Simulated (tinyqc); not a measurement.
AlGaN/GaN HEMT with access regions, lumped model: one step of the calculation.

A polarisation-induced electron sheet under a Schottky gate, in series with two ungated access regions and contacts. Drift law v = mu E/(1 + mu E/vs) under the gate. Currents in mA/mm, resistances in ohm mm. No self-heating, no channel-length modulation; fits for polarisation, barrier and offset are chosen for the exercise.

Question. Polarisation charge, threshold and sheet resistance. sigma = (5e13 x + 1.6e13 x^2) cm^-2, phiB = 0.84 + 1.3 x, dEc = 0.7 (1.71 x + x^2) in volts, Cb = eps0 eps_r/d, VT = phiB - dEc - q sigma/Cb, access density n0 = -Cb VT/q. Rsh = 1/(q mu n0); largest access current q n0 vs.

Inputs (values chosen for the exercise); values close to those of AlGaN/GaN structures:
- x = 0.33 (aluminium share of the barrier)
- d = 25 nm (barrier thickness)
- eps_r = 9.5 (relative permittivity of barrier and channel)
- mu = 1700 cm^2/(V s) (channel mobility)
- vs = 1.1e7 cm/s (saturation velocity)

Constants: q = 1.602176634e-19 C, eps0 = 8.8541878128e-14 F/cm where lengths are in cm. Results are converted to the units shown.

Wanted: sigma; Cb; VT; n0; Rsh; q n0 vs.

Answer.

sigma = 1.8242e13 cm^-2
Cb = 0.33646 uF/cm^2
VT = -7.8890 V
n0 = 1.6567e13 cm^-2
Rsh = 221.61 ohm
q n0 vs = 2919.8 mA/mm

Computed by the program tinyqc: `OMP_NUM_THREADS=1 python tinyqc.py 2570128 2570129 out.jsonl`, one thread of a shared Intel Xeon 2.30GHz, about 0.02 s for the whole run.
